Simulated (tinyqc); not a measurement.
UHF in the sto-3g basis, for BeH, spin multiplicity 2, step by step. This run ends on a higher stationary point, not on the lowest solution. Computed by tinyqc, a small Python program that keeps every step (integrals from PySCF). Settings: charge = 0, multiplicity = 2, basis = sto-3g, energy threshold = 1e-10, iteration cap = 76, orthogonalisation = symmetric, start = core, DIIS depth = 0, method = UHF. Command: `OMP_NUM_THREADS=1 python tinyqc.py 25575 25576 out.jsonl` (the two numbers bound the seeds that draw the settings). One thread of a shared host (Intel(R) Xeon(R) Processor @ 2.60GHz), about 0.1 s of CPU time with the checks.

Geometry (angstrom):

| atom | x | y | z |
|---|---|---|---|
| Be | 0.000000 | 0.000000 | 0.000000 |
| H | 0.000000 | 0.000000 | 1.852000 |

Stop when the energy changes by less than 1e-10 hartree and every element of the error matrix X^T (F D S - S D F) X (for each spin) is below 3e-06.

Course of the cycle:

| iteration | E (hartree) | change | largest element of the error matrix |
|---|---|---|---|
| 1 | -14.37917015 | - | 1.77e-01 |
| 2 | -14.74136446 | -3.62e-01 | 2.21e-02 |
| 3 | -14.74857659 | -7.21e-03 | 2.58e-02 |
| 4 | -14.75497014 | -6.39e-03 | 2.71e-02 |
| 5 | -14.76147910 | -6.51e-03 | 2.74e-02 |
| 6 | -14.76766741 | -6.19e-03 | 2.59e-02 |
| 7 | -14.77283077 | -5.16e-03 | 2.27e-02 |
| 8 | -14.77657162 | -3.74e-03 | 1.84e-02 |
| 9 | -14.77895536 | -2.38e-03 | 1.41e-02 |
| 10 | -14.78032479 | -1.37e-03 | 1.02e-02 |
| 11 | -14.78105402 | -7.29e-04 | 7.19e-03 |
| 12 | -14.78142297 | -3.69e-04 | 4.95e-03 |
| 13 | -14.78160373 | -1.81e-04 | 3.36e-03 |
| 14 | -14.78169062 | -8.69e-05 | 2.26e-03 |
| ... | ... | ... | ... |
| 20 | -14.78176801 | -9.57e-07 | 2.12e-04 |
| 21 | -14.78176846 | -4.49e-07 | 1.44e-04 |
| 22 | -14.78176868 | -2.11e-07 | 9.96e-05 |
| 23 | -14.78176877 | -9.91e-08 | 6.89e-05 |
| 24 | -14.78176882 | -4.65e-08 | 4.75e-05 |
| 25 | -14.78176884 | -2.18e-08 | 3.28e-05 |
| 26 | -14.78176885 | -1.03e-08 | 2.26e-05 |
| 27 | -14.78176886 | -4.81e-09 | 1.55e-05 |
| 28 | -14.78176886 | -2.26e-09 | 1.07e-05 |
| 29 | -14.78176886 | -1.06e-09 | 7.31e-06 |
| 30 | -14.78176886 | -4.98e-10 | 5.02e-06 |
| 31 | -14.78176886 | -2.34e-10 | 3.44e-06 |
| 32 | -14.78176886 | -1.10e-10 | 2.36e-06 |
| 33 | -14.78176886 | -5.14e-11 | 1.62e-06 |

Can the last value be used, and what does the course show?

No, though the log alone does not show it. Converged in 33 iterations. But the solution lies 0.08984 hartree above the reference: it is another stationary point, not the lowest one. Reruns (cap 100 unless said): DIIS 8: not converged; damping 0.5: converged in 67 to a higher stationary point; level shift 0.5: converged in 70 to a higher stationary point; atomic densities as start, DIIS 8: converged in 12. PySCF UHF in the same basis, after a stability check = -14.87161229 hartree.
